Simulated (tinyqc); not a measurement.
# Worked calculation: resistance of a source-drain extension with a graded tip

tinyqc, about 0.03 s, one thread, Intel Xeon 2.30GHz (shared host): `OMP_NUM_THREADS=1 python tinyqc.py 2282117 2282118 out.jsonl` Printed values are rounded.

y runs along the channel, the gate covers y > 0. The doping is N0 for y < y0 and N0 10^(-(y - y0)/la) beyond, uniform over the depth xj. Sheet conductance s(y) = q mu(N) max(N - Nch, 0) xj + (for y > 0) ma Cox Vo, with mu(N) = u0 + (u1 - u0)/(1 + (N/Nr)^au) and Cox = eps0 eox/tox. Current is taken as one-dimensional; depletion of the tip, spreading and the contact are left out. The metallurgical junction lies at yj, where N = Nch.

Inputs (values chosen for the exercise); mobility law close to that of electrons in silicon:
- eox = 3.9 (relative permittivity of the gate insulator (close to silicon dioxide))
- tox = 1.5 nm (insulator thickness)
- N0 = 1.9e20 cm^-3 (active doping of the extension far from the gate)
- la = 3.7 nm/decade (lateral abruptness)
- y0 = -0.2 nm (position under the gate where the fall begins (gate edge at 0))
- xj = 7 nm (depth of the extension)
- Nch = 3.2e17 cm^-3 (channel doping)
- Vo = 0.31 V (gate overdrive)
- ma = 250 cm^2/(V s) (mobility of the gate-induced layer)
- u1 = 1414 cm^2/(V s) (mobility at low doping)
- u0 = 68.5 cm^2/(V s) (mobility at high doping)
- Nr = 9.2e16 cm^-3 (reference doping)
- au = 0.711 (exponent)
- Lg = 50 nm (gate length)

Constants: q = 1.602176634e-19 C, eps0 = 8.8541878128e-14 F/cm where lengths are in cm. Results are converted to the units shown.

## Sheet resistances and junction position

yj = y0 + la log10(N0/Nch); sheet resistance of the full extension 1/[q mu(N0)(N0 - Nch) xj] and of the gate-induced layer 1/(ma Cox Vo); metallurgical length Lg - 2 yj; ye is where the doped and the gate-induced conductances are equal.

yj = 10.0623 nm
sheet resistance of the extension = 631.919 ohm/square
sheet resistance of the induced layer = 5605.01 ohm/square
metallurgical length = 29.8753 nm
ye = 3.78705 nm
N at ye = 1.58918e19 cm^-3

The gate takes over 6.28 nm before the junction, where N is still 49.7 times the channel doping.

## Resistance of the overlapped part

Midpoint rule on 9 equal steps from 0 to yj: R_ov = sum h/s(y), per width.

```
point    y (nm)   N (cm^-3)  doped conductance (uS)  sheet resistance (ohm/square)
0      0.559019  1.18471e20                 1016.68                        836.756
1       1.67706  5.90801e19                 539.968                        1392.02
2       2.79509  2.94625e19                 295.449                        2110.32
3       3.91313  1.46925e19                 167.702                        2889.22
4       5.03117  7.32698e18                 98.8717                        3606.42
5       6.14920  3.65387e18                 59.8251                        4197.50
6       7.26724  1.82213e18                 35.7666                        4669.00
7       8.38528  9.08674e17                 19.0961                        5063.09
8       9.50331  4.53144e17                 5.91498                        5425.15
```

R_ov = 33.753 ohm um

The exact integral is 33.753 ohm um; the coarse sum is within 0.01 % of it.
